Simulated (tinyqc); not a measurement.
# Vertical double-diffused power MOSFET, components of the on-resistance: two studies

Stripe cells of pitch Wp + a, two channels a cell. Current flows through the channels, spreads in the accumulation layer, passes the gap between the p bodies and spreads at 45 degrees into the drift layer below them. Low drain voltage, full ionisation.

Values chosen for this exercise; bulk values close to those of gallium nitride: temperature T = 450 K; relative permittivity eps_r = 9.45; critical-field constant Kc = 25900 V/cm per (cm^-3)^(1/8); rated breakdown voltage of the drift layer BV = 1700 V; drift mobility at 300 K mud = 918 cm^2/(V s); temperature exponent of the drift mobility bt = 2.3; gate oxide thickness (eps_r 3.9) tox = 38 nm; gate overdrive Vov = 8 V; channel mobility mch = 28 cm^2/(V s); accumulation-layer mobility mac = 170 cm^2/(V s); channel length Lc = 0.7 um; width of the p body in one cell, channels included Wp = 6.6 um; gap between neighbouring p bodies a = 2.5 um; depth of the p body xp = 1.8 um; doping of the gap over the drift doping Nj = 1; built-in voltage of the body junction Vbi = 2.96 V; substrate and contact resistance Rs = 0.32 mohm cm^2.

Constants: q = 1.602176634e-19 C, eps0 = 8.8541878128e-14 F/cm where lengths are in cm. Results are converted to the units shown.

Each table varies one quantity; the others keep the values above.

## On-resistance against the doping of the gap over the drift doping

Triangular field at breakdown with Ec = Kc N^(1/8): BV = eps0 eps_r Ec^2/(2 q N), so N = (eps0 eps_r Kc^2/(2 q BV))^(4/3); W = 2 BV/Ec; mu = mud (T/300 K)^(-bt); rho = 1/(q mu N); ideal resistance rho W. Pitch p = Wp + a, Cox = 3.9 eps0/tox; zero-bias depletion in the gap w0 = sqrt(2 eps0 eps_r Vbi/(q N Nj)), open gap g = a - 2 w0; R_ch = Lc p/(2 mch Cox Vov); R_acc = 0.6 a p/(4 mac Cox Vov), 0.6 being an empirical factor for current leaving the layer along its length; R_gap = (rho/Nj) xp p/g; spreading depth t = min(W, (p - g)/2); R_drift = (rho p/2) ln((g + 2 t)/g) + rho (W - t); R_on = the sum with Rs.

The same in every row: R_ch (mohm cm^2) = 1.5647; R_acc (mohm cm^2) = 0.27612; ideal (mohm cm^2) = 2.1685.

On-resistance against the doping of the gap over the drift doping:

| Nj | R_gap (mohm cm^2) | R_drift (mohm cm^2) | R_on (mohm cm^2) | largest term |
|---|---|---|---|---|
| 1 | 1.9287 | 2.9387 | 7.0282 | drift |
| 1.5 | 1.1260 | 2.8551 | 6.1419 | drift |
| 2 | 0.78628 | 2.8110 | 5.7581 | drift |
| 3 | 0.48455 | 2.7633 | 5.4087 | drift |
| 5 | 0.27024 | 2.7199 | 5.1510 | drift |
| 8 | 0.16074 | 2.6910 | 5.0126 | drift |
| 12 | 0.10369 | 2.6720 | 4.9365 | drift |

R_on falls from 7.03 to 4.94 mohm cm^2. The drift term is the largest at Nj = 1 and in all other rows. R_on is 3.24 times the ideal drift resistance in the first row and 2.28 times in the last.

## On-resistance against the rated breakdown voltage of the drift layer

Same model as above.

The same in every row: R_ch (mohm cm^2) = 1.5647; R_acc (mohm cm^2) = 0.27612.

On-resistance against the rated breakdown voltage of the drift layer:

| BV (V) | R_gap (mohm cm^2) | R_drift (mohm cm^2) | R_on (mohm cm^2) | ideal (mohm cm^2) | largest term |
|---|---|---|---|---|---|
| 300 | 0.12478 | 0.071460 | 2.3571 | 0.028368 | channel |
| 490 | 0.25576 | 0.20020 | 2.6168 | 0.096720 | channel |
| 800 | 0.54080 | 0.55075 | 3.2524 | 0.32942 | channel |
| 1300 | 1.1971 | 1.5949 | 4.9528 | 1.1089 | drift |
| 2100 | 2.8950 | 4.8050 | 9.8608 | 3.6777 | drift |
| 3500 | 9.6792 | 16.346 | 28.186 | 13.189 | drift |
| 5600 | 153.86 | 56.272 | 212.29 | 42.707 | gap |

What does the comparison show?

R_on rises from 2.36 to 212 mohm cm^2. The channel term is the largest at BV = 300, the drift term from 1300, the gap term from 5600 on. R_on is 83.1 times the ideal drift resistance in the first row and 4.97 times in the last. The ideal resistance goes as BV^(2.50), and R_on as BV^(4.30) between the last two rows.

Numbers from tinyqc (`OMP_NUM_THREADS=1 python tinyqc.py 2230053 2230054 out.jsonl`; about 0.01 s on one thread of a shared Intel Xeon 2.30GHz).
